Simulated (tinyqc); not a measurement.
# Anneal temperature at a frozen profile

Model: sheet resistance of a shallow doped layer with concentration-dependent mobility and limited activation. Computed by tinyqc, a small Python program. Command: `OMP_NUM_THREADS=1 python tinyqc.py 3020248 3020249 out.jsonl irvin sweep`. One thread of a shared host (Intel(R) Xeon(R) Processor @ 2.30GHz), about 0.03 s of CPU time with the checks.

A layer of one dopant lies in a background of the opposite type. Current flows parallel to the surface down to the junction; depletion is ignored.

Inputs (values chosen for the exercise, modelled on phosphorus in silicon):
```
quantity,value,unit
surface concentration C_s,3.7e+20,1/cm^3
length l,36,nm
background C_B,2.7e+17,1/cm^3
mobility floor mu_min,68.8,cm^2/(V s)
mobility mu_max,1420,cm^2/(V s)
reference density N_r,8.58e+16,1/cm^3
exponent alpha,0.725,-
prefactor of the active limit,9.5e+21,1/cm^3
energy of the active limit,0.325,eV
```

Profile: Gaussian.

Constants: k_B = 8.617333262e-05 eV/K; e = 1.602176634e-19 C.

Method:
- C(x) = C_s exp(-x^2/(2 l^2)).
- Temperatures in kelvin are T(C) + 273.15.
- Active limit C_a = prefactor x exp(-energy/(k_B T)); the junction lies where C = C_B, and the profile exceeds C_a down to x_a (zero if C_s is below C_a). Slope at the junction in nm per decade = ln(10) C/|dC/dx|.
- Active density N = min(C, C_a); carriers n = N - C_B; mobility mu = mu_min + (mu_max - mu_min)/(1 + ((N + C_B)/N_r)^alpha).
- Integrals from 0 to x_j, where C = C_B (Gauss-Legendre, 60 points on each smooth piece; 1 nm = 1e-7 cm): dose int C dx, carriers int n dx, mean mobility int n mu dx/int n dx, R_s = 1/(e int n mu dx).

One run for each value:
```
anneal temperature T (C),sheet resistance R_s (ohm/square),carriers per dopant atom,active limit C_a (1/cm^3)
650,76.36,0.6392,1.598e+20
700,67.01,0.7364,1.971e+20
800,55.12,0.9083,2.828e+20
850,51.77,0.9713,3.307e+20
900,50.48,0.9978,3.815e+20
950,50.48,0.9978,4.351e+20
1000,50.48,0.9978,4.911e+20
1050,50.48,0.9978,5.493e+20
1100,50.48,0.9978,6.094e+20
1150,50.48,0.9978,6.711e+20
```

Over the rows, sheet resistance R_s (ohm/square) falls from 76.4 to 50.5, flat over part of the range; carriers per dopant atom rises from 0.639 to 0.998, flat over part of the range; active limit C_a (1/cm^3) rises from 1.60e20 to 6.71e20. A hotter anneal raises the active limit; once it passes C_s nothing more is gained.

Caution (rows 800, 850, 900, 950, 1000, 1050, 1100, 1150): above about 2e20 per cm^3 measured mobilities fall further than this form.
